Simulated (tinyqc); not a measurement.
The product rho l across metals: free and nearly free electrons in a metal.

Constants: hbar^2/2m0 = 3.80998211 eV angstrom^2; hbar = 6.58211957e-16 eV s.

Free electrons with m = 1; fcc cells hold 4 atoms and bcc cells 2; n = atoms z/a^3, kF = (3 pi^2 n)^(1/3), rho l = hbar kF/(n e^2), e = 1.602176634e-19 C. Inputs are chosen for the exercise.

Results:

| case | lattice | a (angstrom) | z | rho (micro-ohm cm) | kF (1/angstrom) | EF (eV) | l (nm) | rho l (1e-16 ohm m^2) |
|---|---|---|---|---|---|---|---|---|
| near Al | fcc | 4.021 | 3 | 2.55 | 1.761 | 11.82 | 15.4 | 3.92 |
| near Ca | fcc | 5.594 | 2 | 3.34 | 1.106 | 4.66 | 29.8 | 9.94 |
| near Au | fcc | 4.054 | 1 | 2.23 | 1.211 | 5.59 | 37.2 | 8.29 |
| near Cu | fcc | 3.617 | 1 | 1.69 | 1.358 | 7.02 | 39.0 | 6.60 |
| near Ag | fcc | 4.055 | 1 | 1.50 | 1.211 | 5.59 | 55.3 | 8.29 |
| near K | bcc | 5.273 | 1 | 7.33 | 0.739 | 2.08 | 30.4 | 22.26 |

What does the comparison show?

rho l falls as n^(-2/3): it is lowest for the case near Al and highest for near K. The lowest bulk rho belongs to near Ag; in very narrow wires, where rho l rules, the order changes. Real Fermi surfaces depart from spheres, most for the polyvalent and noble metals.

Program tinyqc; command `OMP_NUM_THREADS=1 python tinyqc.py 1652066 1652067 out.jsonl`; about 0.01 s on one thread of a shared Intel(R) Xeon(R) Processor @ 2.30GHz.
